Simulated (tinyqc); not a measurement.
Worked calculation: charge control and current of a heterostructure field-effect transistor. Computed by tinyqc, a small Python program that keeps every step. Command: `OMP_NUM_THREADS=1 python tinyqc.py 3030972 3030973 out.jsonl hemt walk`. One thread of a shared host (Intel(R) Xeon(R) Processor @ 2.30GHz), about 0.01 s of CPU time with the checks. Intermediate numbers are printed to about 6 digits and carried at full precision; extremes and crossings named in words are read from the listed rows.

Two subbands in a triangular well; E_F is counted from the conduction band edge of the channel at the interface.

Inputs (values chosen for the exercise, modelled on AlGaAs/GaAs): channel mass m = 0.067 m_0; permittivity eps (barrier and channel) = 12.5; barrier thickness d = 23 nm; Schottky barrier phi_B = 0.88 eV; conduction band offset dE_c = 0.3 eV; delta-doping density N_d = 5.8e+12 1/cm^2; gate voltage V_G = 0 V; mobility mu = 7200 cm^2/(V s); saturation velocity v_s = 1.4 1e7 cm/s; gate length L = 1800 nm; source resistance R_S = 0.2 ohm mm; temperature T = 300 K; mixing = 0.5; iteration cap = 200; spacer between delta layer and channel = 4.5 nm.

Charge source: delta doping. Velocity law: smooth.

Constants: e = 1.602176634e-19 C; eps_0 = 8.8541878128e-12 F/m; k_B = 8.617333262e-05 eV/K; hbar = 1.054571817e-34 J s; m_0 = 9.1093837015e-31 kg; k_B = 1.380649e-23 J/K.

## Threshold and barrier capacitance

Threshold V_T = phi_B - dE_c - e N_d (d - spacer)/(eps eps_0) (in volts); C_b = eps eps_0/d.

threshold voltage V_T = -0.973286 V

barrier capacitance C_b = 0.481206 microfarad/cm^2

The device is normally on.

## First iteration

Charge control: n_s = C_b (V_G - V_T - E_F/e)/e. Well: mean field F = e n_s/(2 eps eps_0), E_i = (hbar^2/2m)^(1/3) [(3 pi e F/2)(i + 3/4)]^(2/3), i = 0, 1; n_s = D k_B T sum_i ln(1 + exp((E_F - E_i)/k_B T)), D = m/(pi hbar^2), which is solved in closed form for E_F. Iteration from n_s = C_b (V_G - V_T)/(2e): E_F from n_s, n_out from the charge control, n_new = n_s + mixing (n_out - n_s), kept above n_s/10; stop when |n_out/n_s - 1| < 1e-9.

starting n_s = 1.46161e+12 1/cm^2

E_0 = 92.6373 meV

E_1 = 162.969 meV

E_F = 132.888 meV

n_out = 2.52409e+12 1/cm^2

Caution: a density of n_out would put E_F above the conduction band minimum of the barrier, where parallel conduction sets in.

## Sheet density

The formulas are those given above.

Course of the iteration:
```
iteration  n_s (1/cm^2)  E_F (meV)  |n_out/n_s - 1|
1           1.46161e+12    132.888      7.26929e-01
2           1.99285e+12    174.629      2.03666e-01
3           2.19579e+12    189.611      7.19283e-02
4           2.27476e+12    195.331      2.71635e-02
5           2.30565e+12    197.553      1.05048e-02
6           2.31776e+12    198.422      4.09912e-03
7           2.32251e+12    198.763      1.60509e-03
...                 ...        ...              ...
17          2.32558e+12    198.982      1.38881e-07
18          2.32558e+12    198.982      5.45030e-08
19          2.32558e+12    198.982      2.13893e-08
20          2.32558e+12    198.982      8.39410e-09
21          2.32558e+12    198.982      3.29421e-09
22          2.32558e+12    198.982      1.29279e-09
23          2.32558e+12    198.982      5.07346e-10
```

sheet density n_s = 2.32558e+12 1/cm^2

Converged in 23 iterations.

## Levels and gate capacitance

C_g = e dn_s/dV_G = 1/(1/C_b + 1/C_q), 1/C_q = d(E_F/e)/d(e n_s) by a central difference of +/- 0.1 % in n_s; added distance dd = eps eps_0/C_q.

E_0 = 126.256 meV

E_1 = 222.112 meV

E_F = 198.982 meV

share in the second subband = 10.6621 %

gate capacitance C_g = 0.396017 microfarad/cm^2

added distance dd = 4.94762 nm

C_g is 82 % of C_b: the finite density of states and the rise of E_0 act as 4.9 nm of extra barrier. Caution: E_F lies above the conduction band minimum of the barrier, so electrons would spill into the barrier.

## Saturation current

With V = e n_s/C_g and V_c = v_s L/mu: for v = mu F/(1 + mu F/v_s), V_Dsat = V_c (sqrt(1 + 2V/V_c) - 1) and I/W = C_g v_s (V - V_Dsat); g_m = dI/dV; extrinsic g_m/(1 + g_m R_S); f_T = g_m/(2 pi C_g L).

V = 0.940867 V

V_c = 0.35 V

V_Dsat = 0.533802 V

saturation current I/W = 225.686 mA/mm

intrinsic g_m = 334.863 mS/mm

extrinsic g_m = 313.844 mS/mm

intrinsic f_T = 7.47655 GHz

V/V_c = 2.69: between the square law and full saturation; I is 43 % of e n_s v_s = 522 mA/mm.

## Gate length

The formulas are those given above.

Scaling; the last columns are v_s/(2 pi L) and mu V/(2 pi L^2):
```
L (nm)  I/W (mA/mm)  g_m (mS/mm)  extrinsic g_m (mS/mm)    f_T (GHz)  velocity limit (GHz)  mobility limit (GHz)
30          466.696      523.603                473.969  7.01434e+02               742.723           1.19795e+05
60          445.706      510.903                463.539  3.42211e+02               371.362           2.99487e+04
120         417.683      493.065                448.807  1.65131e+02               185.681           7.48718e+03
250         378.755      466.442                426.642  7.49832e+01                89.127           1.72505e+03
500         332.353      431.537                397.251  3.46860e+01                44.563           4.31262e+02
1000        277.177      384.753                357.262  1.54628e+01                22.282           1.07815e+02
2000        216.261      324.977                305.144  6.53024e+00                11.141           2.69538e+01
5000        137.138      230.829                220.643  1.85536e+00                 4.456           4.31262e+00
```

f_T scales as L^-1.04 at the short end and L^-1.37 at the long end; the two limits cross at L = mu V/v_s = 4840 nm. g_m tends to C_g v_s = 554 mS/mm, and R_S cuts it by 9 % at the shortest gate. Fringe capacitances and short-channel effects, left out, lower f_T once L is below about ten barrier thicknesses.

Checks made by the program: iterated density against a bracketing root search (relative difference 4e-10).
